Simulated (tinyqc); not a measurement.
A spin-degenerate level with charging energy between two leads, rate equations: effect of unequal tunnel rates.

States 0, up, down and 2 with energies 0, e1 - Ez/2, e1 + Ez/2 and 2 e1 + U. mu_L = +V/2, mu_R = -V/2 (meV), f(x) = 1/(1 + exp(x/kB T)). A transition that adds one electron of given spin at the energy E has the rate G f(E - mu) from each lead, and its reverse G [1 - f(E - mu)]. I counts electrons leaving the left lead, times q.

Here e1 = 0.55 meV, Ez = 0 and V = +/- 3.3 mV, so that only the 0-1 transitions lie in the window. Transition energies: 0-up e1 - Ez/2, 0-down e1 + Ez/2, up-2 e1 + U + Ez/2, down-2 e1 + U - Ez/2. dp/dt = W p; W_ji is the rate from state i to j, and each column sums to zero. Steady state: W p = 0 with sum p = 1. I = q GL sum over transitions i-j of [fL p_i - (1 - fL) p_j].

Values chosen for this exercise:
```
symbol  value  unit                                 meaning
U         2.2   meV  charging energy of the second electron
GL       0.25  1/ns            tunnel rate to the left lead
T        0.51     K                             temperature
```

Constants: q = 1.602176634e-19 C, kB = 1.380649e-23 J/K, Vt = kB T/q. Results are converted to the units shown.

Result of one run:
```
I at +V (pA)  I at -V (pA)  |I(+V)/I(-V)|  (GL + 2 GR)/(2 GL + GR)
5.520               -9.148         0.6034                   0.6034
```

Which tunnel rate to the right lead GR gave this result: 0.037, 0.098, 0.26, 0.69 or 4.9 1/ns?

GR = 0.037 1/ns.

The whole series:
```
GR (1/ns)  I at +V (pA)  I at -V (pA)  |I(+V)/I(-V)|  (GL + 2 GR)/(2 GL + GR)
0.014             2.182        -4.034         0.5409                   0.5409
0.037             5.520        -9.148         0.6034                   0.6034
0.098             13.13        -17.60         0.7458                   0.7458
0.26              27.41        -27.05          1.013                    1.013
0.69              46.45        -33.91          1.370                    1.370
1.8               62.69        -37.45          1.674                    1.674
4.9               72.69        -39.06          1.861                    1.861
```

The ratio of the two currents rises from 0.541 to 1.86 and agrees with the last column to better than 0.01 %. An empty dot can be filled with either spin but a filled one empties in one way, so I = 2 q G_in G_out/(2 G_in + G_out): the current is larger when the slower junction is the entrance.

Range of the model: Rate equations need hbar G well below kB T; cotunnelling and the Kondo effect are left out.

tinyqc, about 0.01 s, one thread, Intel Xeon 2.30GHz (shared host): `OMP_NUM_THREADS=1 python tinyqc.py 2780109 2780110 out.jsonl`
